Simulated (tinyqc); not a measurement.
Undoped symmetric double-gate MOSFET, analytic potential model: one step of the calculation.

An undoped body of thickness ts between two equal insulators and tied gates; long channel, electrons only, n = ni exp((psi - V)/Vt) with V the quasi-Fermi potential (0 at the source, Vd at the drain), constant mobility, no quantisation. Across the body psi(x) = V - 2 Vt ln[(ts/(2 beta)) sqrt(q ni/(2 eps0 eps_r Vt)) cos(2 beta x/ts)], x from the centre. Q is the electron charge per area of the whole body.

Task. beta at the source by Newton steps in z = ln(tan beta). With V = 0, t = exp(z), beta = arctan(t): f = ln(beta) + (1/2) ln(1 + t^2) + 2 r beta t - (Vg - V0)/(2 Vt); with c = t/(1 + t^2), df/dz = c/beta + t c + 2 r t (c + beta); z(new) = z - f/(df/dz).

Inputs (values chosen for the exercise):
- T = 273 K (temperature)
- Vg = 0.86 V (gate voltage)

Constants: q = 1.602176634e-19 C, kB = 1.380649e-23 J/K, Vt = kB T/q. Results are converted to the units shown.

z after iteration 1 = 1.2929137
r = 1.325
V0 = 0.48316701 V

Give: beta; f; df/dz; z after iteration 2.

Result.

beta = 1.303
f = 6.164
df/dz = 16.17
z after iteration 2 = 0.9117

Numbers from tinyqc (`OMP_NUM_THREADS=1 python tinyqc.py 2440068 2440069 out.jsonl`; about 0.01 s on one thread of a shared Intel Xeon 2.30GHz).
